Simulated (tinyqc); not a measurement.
Two-mode optical phonons of a ternary alloy from two coupled oscillators: one step, computed by the program tinyqc. Command: `OMP_NUM_THREADS=1 python tinyqc.py 3023875 3023876 out.jsonl twomode walk`. One thread of a shared host (Intel(R) Xeon(R) Processor @ 2.30GHz), about 0.01 s of CPU time with the checks.

An alloy A(x)B(1-x)C has an A-C and a B-C bond oscillator. Each TO frequency moves linearly from the impurity mode (dilute end) to the TO of the pure crystal; each strength is proportional to the number of bonds.

Problem. Share of the polar coupling. eps(omega) = eps_inf + W_1/(omega_1^2 - omega^2) + W_2/(omega_2^2 - omega^2) = 0 is the eigenproblem of the matrix [[omega_1^2 + W_1/eps_inf, sqrt(W_1 W_2)/eps_inf], [sqrt(W_1 W_2)/eps_inf, omega_2^2 + W_2/eps_inf]] for omega_LO^2. The polar coupling of mode j is c_j = (u_j . sqrt(W))^2/(eps_inf^2 omega_j^2), u_j its eigenvector and omega_j here its LO frequency; the c_j add up to 1/eps_inf - 1/eps_s. Froehlich constant alpha_j = (e^2/(4 pi eps_0)) c_j k_j/(2 E_j), E_j = h c omega_j, k_j = sqrt(m* E_j/(hbar^2/(2 m_0))).

Inputs (values chosen for the exercise, modelled on Al(x)Ga(1-x)As, with A-C the AlAs-like and B-C the GaAs-like bond): electron mass m* = 0.2 m_0.

omega_1 (A-C, TO) = 361.631 1/cm

omega_2 (B-C, TO) = 256.235 1/cm

eps_inf = 8.7258

W_1 = 197181.9 1/cm^2

W_2 = 27210.74 1/cm^2

Constants: e^2/(4 pi eps_0) = 14.39964548 eV angstrom; hbar^2/(2 m_0) = 3.80998212 eV angstrom^2; 1 THz = 33.35640952 1/cm; h x 1 THz = 4.135667696 meV.

Give: c_j, lower and upper mode; share of the upper mode; alpha_j, lower and upper mode.

Solution.

c_j, lower and upper mode: [0.0028177, 0.017871]

share of the upper mode = 0.86380

alpha_j, lower and upper mode: [0.025855, 0.13360]
